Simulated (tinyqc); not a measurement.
n-type polysilicon, carrier trapping at grain boundaries: effect of the doping.

One-dimensional grains of size Lg, uniform ionised doping N, monovalent traps Qt at each boundary at a depth Et below (for electrons) or above (for holes) the band edge there, abrupt depletion of width W on each side of a boundary, Boltzmann statistics. xi is the distance from the band edge at the grain centre to the Fermi level. Trapped charge Qt/(1 + exp((xi + VB - Et)/Vt)) = 2 N W, barrier VB = q N W^2/(2 eps0 eps_r).

If the trap equation with xi = Vt ln(NB/N) has a root W < Lg/2, the grain is partly depleted; otherwise W = Lg/2 and the trap equation gives xi = Et - VB + Vt ln(Qt/(N Lg) - 1). N* = Qt/Lg. n0 = NB exp(-xi/Vt); mean density n0 (1 - 2 W/Lg) by charge balance in a partly depleted grain, and n0 (sqrt(pi)/2) erf(u)/u with u = sqrt(VB/Vt) in a fully depleted one; v = sqrt(kB T/(2 pi ms m0)); barrier resistivity Vt exp(VB/Vt)/(q fe n0 v Lg); grain resistivity (1 - 2 W/Lg)/(q n0 mug); effective mobility 1/(q mean density total resistivity). Rows with xi above 0.45 V, towards mid-gap, are left out, since the other carrier type is ignored.

Values chosen for this exercise; values of the order met in polycrystalline silicon: temperature T = 300 K; relative permittivity eps_r = 11.7; conduction-band density of states at T NB = 2.8e19 cm^-3; grain size Lg = 72 nm; trap density of a grain boundary Qt = 3.5e12 cm^-2; depth of the trap level from the majority band edge at the boundary Et = 0.35 eV; mass for thermionic emission ms = 0.33 m0; correction factor of the emission rate fe = 0.5; mobility inside the grains mug = 140 cm^2/(V s).

Constants: q = 1.602176634e-19 C, kB = 1.380649e-23 J/K, m0 = 9.1093837015e-31 kg, Vt = kB T/q, eps0 = 8.8541878128e-14 F/cm where lengths are in cm. Results are converted to the units shown.

Effect of the doping:
columns A: N (cm^-3); B: N/N*; C: depleted share 2 W/Lg; D: VB (V); E: xi (V); F: mean density (cm^-3); G: resistivity (ohm cm); H: effective mobility (cm^2/(V s))
```
A             B        C        D        E         F         G       H
2.4e16  0.04937    1.000  0.02405   0.4024  3.698e12      4990   338.3
4.7e16  0.09669    1.000  0.04710   0.3607  1.515e13      2421   170.2
8.9e16   0.1831    1.000  0.08920   0.2995  1.234e14      1156   43.76
1.7e17   0.3497    1.000   0.1704   0.1957  4.990e15     481.9   2.595
3.3e17   0.6789   0.8312   0.2285   0.1148  5.569e16     200.1  0.5600
6.3e17    1.296   0.5918   0.2211  0.09809  2.572e17     78.77  0.3081
1.2e18    2.469   0.3906   0.1835  0.08143  7.313e17     9.656  0.8839
2.3e18    4.731   0.2112   0.1028  0.06461  1.814e18    0.2371   14.51
4.4e18    9.051   0.1105  0.05382  0.04784  3.914e18   0.02645   60.28
8.4e18    17.28  0.05787  0.02819  0.03113  7.914e18  0.008391   93.99
```

Read the table: what changes, and by how much?

As N goes from 2.4e16 to 8.4e18, VB goes from 0.0241 through a maximum of 0.229 (at N = 3.3e17 among the rows listed) to 0.0282 V, the resistivity falls from 4990 to 0.00839 ohm cm and the effective mobility goes from 338 through a minimum of 0.308 (at N = 6.3e17 among the rows listed) to 94.0 cm^2/(V s). The steepest fall of the resistivity among the rows, as N^(-5.7), lies between N = 1.2e18 and 2.3e18 cm^-3; N* = 4.86e17 cm^-3. While the grain is fully depleted VB grows as N; once the traps are full it falls as 1/N. For N = 2.3e18, 4.4e18, 8.4e18 xi is under 2.5 Vt, where Boltzmann statistics begin to fail. For N = 2.4e16 VB is below Vt, where abrupt depletion and thermionic emission are rough. For N = 3.3e17 the grain is near the changeover between partial and full depletion, within a few Debye lengths, where both limits are rough. For N = 2.4e16, 4.7e16 the effective mobility exceeds mug, since drift through the depleted part of the grain is left out.

tinyqc, about 0.01 s, one thread, Intel Xeon 2.30GHz (shared host): `OMP_NUM_THREADS=1 python tinyqc.py 2830247 2830248 out.jsonl`
